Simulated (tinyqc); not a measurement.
What moves the results: six-band Luttinger-Kohn model with strain. A value that a table varies takes the place of the one given here.

Six-band Luttinger-Kohn model in the basis |3/2,3/2>, |3/2,1/2>, |3/2,-1/2>, |3/2,-3/2>, |1/2,1/2>, |1/2,-1/2>, electron energies, zero at the top of the unstrained valence band. H = -[rows: (P+Q, -S, R, 0, -S/r2, r2 R); (-S*, P-Q, 0, R, -r2 Q, r32 S); (R*, 0, P-Q, S, r32 S*, r2 Q); (0, R*, S*, P+Q, -r2 R*, -S*/r2); (-S*/r2, -r2 Q, r32 S, -r2 R, P+Dso, 0); (r2 R*, r32 S*, r2 Q, -S/r2, 0, P+Dso)], r2 = sqrt(2), r32 = sqrt(3/2). Levels are twofold.

P = c g1 k^2 - av tr(e); Q = c g2 (kx^2 + ky^2 - 2 kz^2) - (b/2)(exx + eyy - 2 ezz); R = c sqrt3 [-g2 (kx^2 - ky^2) + 2i g3 kx ky] + (sqrt3/2) b (exx - eyy) - i d exy; S = 2 c sqrt3 g3 (kx - i ky) kz - d (exz - i eyz); c = hbar^2/2m0, e the strain tensor (not engineering shear).

s11 = (C11 + C12)/((C11 - C12)(C11 + 2 C12)), s12 = -C12/((C11 - C12)(C11 + 2 C12)), s44 = 1/C44; exx = s11 sxx + s12 (syy + szz) and cyclic, exy = s44 sxy/2; tension is positive. A uniaxial stress X along the unit vector n is s_ij = X n_i n_j.

Constants: hbar^2/2m0 = 3.80998211 eV angstrom^2.

Values chosen for the exercise (near those of Ge; the results hold for these values, not for the real material):
- Dso = 0.29 eV (spin-orbit splitting)
- g1 = 13.4 (Luttinger gamma1)
- g2 = 4.24 (gamma2)
- g3 = 5.69 (gamma3)
- av = 1.24 eV (valence hydrostatic potential)
- b = -2.53 eV (tetragonal shear potential)
- d = -5.29 eV (trigonal shear potential)
- C11 = 127.8 GPa
- C12 = 48 GPa
- C44 = 67.1 GPa
- load = uniaxial [110] (kind of stress)
- X1 = 2 GPa (size of the stress)
- E_h = 5 meV (hole energy below the top)
- X = -0.78 GPa (stress)

## Sweep of a uniaxial [110] stress

Edges at k = 0 and curvature masses of the top pair along [110] and [001] (step 0.0002 1/angstrom); at zero stress the top is fourfold and has no single curvature.

Edges and masses:
```
X (GPa)  top (eV)  second (eV)  third (eV)  splitting (meV)  m [110]  m [001]
-3.00      0.0872      -0.0904     -0.3367            177.6    0.033    0.163
-2.00      0.0533      -0.0607     -0.3158            114.0    0.034    0.152
-1.00      0.0236      -0.0306     -0.2996             54.2    0.037    0.139
0.00       0.0000       0.0000     -0.2900              0.0        -        -
1.00       0.0311      -0.0153     -0.2892             46.3    0.312    0.051
2.00       0.0626      -0.0209     -0.2984             83.5    0.299    0.049
3.00       0.0945      -0.0175     -0.3172            112.0    0.288    0.047
```

The splitting reaches 177.6 meV under compression and 112.0 meV under the same tension; linear shear terms alone would make the two equal, and the difference comes from the coupling to the split-off band. At the ends of the sweep the top pair has a mass along [110] of 0.033 under compression and 0.288 under tension, so compression gives the lighter holes along [110]; along [001] it has 0.163 and 0.047. The top edge itself moves by +87 and +95 meV. The ends of the sweep mean strains up to 2.2 %, beyond the range of linear deformation potentials.

## Which stress helps holes along [110]

Each load has size X1 (biaxial: sxx = syy); masses are curvatures of the top pair at k = 0.

Results:
```
load                         splitting (meV)  top edge (meV)  m [110]  m [001]
uniaxial [110], compression            114.0            53.3    0.034    0.152
uniaxial [110], tension                 83.5            62.6    0.299    0.049
uniaxial [100], compression            148.3            73.8    0.060    0.150
uniaxial [100], tension                 95.6            74.5    0.089    0.057
uniaxial [111], compression            103.0            46.4    0.046    0.075
uniaxial [111], tension                 75.1            56.6    0.130    0.075
biaxial (001), compression              95.6            41.2    0.057    0.203
biaxial (001), tension                 148.3           107.0    0.150    0.037
```

The lightest mass along [110] (0.034) comes with uniaxial [110], compression. The largest splitting (148.3 meV) comes with uniaxial [100], compression; biaxial (001), tension. The heaviest mass along [001] (0.203), which lowers the confinement energy in a (001) channel, comes with biaxial (001), compression. The splitting per GPa follows b (s11 - s12) for loads along cube axes and d s44 for [111]: here 2 |b| (s11 - s12) = 63.4 and |d| s44/sqrt3 = 45.5 meV per GPa in the limit of large Dso; where the splitting nears Dso, mixing with the split-off band makes it depend on the sign of the load.

## Warping of the constant-energy contours (six-band Luttinger-Kohn model)

No strain (e = 0). In the plane kz = 0, |k| where the top and second pairs lie E_h below the top, against the angle from [100]; m = c k^2/E_h.

Contours:
```
angle (degrees)  k top (1/angstrom)  k second (1/angstrom)  m top (m0)  m second (m0)
0                            0.0163                 0.0078       0.203          0.046
9                            0.0167                 0.0077       0.214          0.045
18                           0.0179                 0.0076       0.245          0.044
27                           0.0197                 0.0075       0.296          0.043
36                           0.0215                 0.0074       0.353          0.042
45                           0.0224                 0.0074       0.381          0.042
```

The heavy contour reaches 1.369 times as far along [110] as along [100], the light one 0.953 times. The warping follows g3 - g2 = 1.45 and would vanish for g2 = g3. Along [100] the heavy mass is 1/(g1 - 2 g2) = 0.203 at any energy, while the light one is 0.0459, against 1/(g1 + 2 g2) = 0.0457 at the edge, for E_h/Dso = 0.02.

## What each parameter does

Edges at k = 0 under a uniaxial [110] stress X and the curvature mass of the top pair along [110] (step 0.0002 1/angstrom). Each row changes one parameter from the base and keeps the others.

Results:
```
case             top (eV)  second (eV)  third (eV)  mass (m0)
base               0.0178      -0.0239     -0.2968      0.038
d = -6.348 eV      0.0210      -0.0265     -0.2975      0.037
g3 = 6.828         0.0178      -0.0239     -0.2968      0.035
Dso = 0.348 eV     0.0174      -0.0239     -0.3544      0.039
C44 = 80.52 GPa    0.0153      -0.0218     -0.2964      0.039
b = -3.036 eV      0.0196      -0.0253     -0.2973      0.038
g2 = 5.088         0.0178      -0.0239     -0.2968      0.037
C12 = 38.4 GPa     0.0165      -0.0236     -0.2970      0.038
```

The largest shifts from the base row, up to three for each result and ties (the steps differ in size, so this ranks the rows, not the parameters). top (eV): d +0.0032, C44 -0.0025, b +0.0018; unchanged at the printed digits by g3 and g2. second (eV): d -0.0026, C44 +0.0021, b -0.0014; unchanged at the printed digits by g3, Dso and g2. third (eV): Dso -0.0576, d -0.0006, b -0.0005; unchanged at the printed digits by g3 and g2. mass (m0): g3 -0.003, g2 -0.001, C44 +0.001, d -0.001, Dso +0.001; unchanged at the printed digits by b and C12. The Luttinger parameters multiply k^2 and cannot move the edges; av shifts all edges alike and leaves the mass.

Program tinyqc; command `OMP_NUM_THREADS=1 python tinyqc.py 1050251 1050252 out.jsonl`; about 0.07 s on one thread of a shared Intel(R) Xeon(R) Processor @ 2.30GHz.
